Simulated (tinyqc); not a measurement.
From results back to parameters: valence-band offset from core levels. Two cases, with inputs chosen for the exercise.

Problem. At an interface of A and B the binding energy of the core level of B exceeds that of A by dCL. Binding energy of a core level = (EF - Ev) + CL, with one Fermi level for both sides. Find dEv = Ev(A) - Ev(B) and dEc = Eg2 - Eg1 - dEv with the corrected (second) gaps.

Case 1.

Values chosen (out of a larger set: gaps near those of Si and HfO2; not measured data): CL = (58.31, 20.68) eV (depth of a core level below the valence top in bulk A and bulk B); Eg1 = (0.58, 1.23) eV (gap of A: semi-local value, corrected value); Eg2 = (4.07, 5.51) eV (gap of B: semi-local value, corrected value).

dCL = -34.6168 eV

Case 2.

Values chosen (out of a larger set: gaps near those of InAs and GaSb; not measured data): CL = (39.25, 79.2) eV (depth of a core level below the valence top in bulk A and bulk B); Eg1 = (0.05, 0.41) eV (gap of A: semi-local value, corrected value); Eg2 = (0.1, 0.8) eV (gap of B: semi-local value, corrected value).

dCL = 39.2513 eV

Find: dEv; dEc.

Solution. dCL = (EF - Ev(B)) + CL_B - (EF - Ev(A)) - CL_A = dEv + CL_B - CL_A; the Fermi level drops out.

Case 1.

dEv = 3.01 eV
dEc = 1.27 eV

Case 2.

dEv = -0.70 eV
dEc = 1.09 eV

Computed by tinyqc, one run a case: `OMP_NUM_THREADS=1 python tinyqc.py N N+1 out.jsonl` with N = 1881152, 1881154; one thread of a shared Intel(R) Xeon(R) Processor @ 2.30GHz, about 0.01 s a run at most.
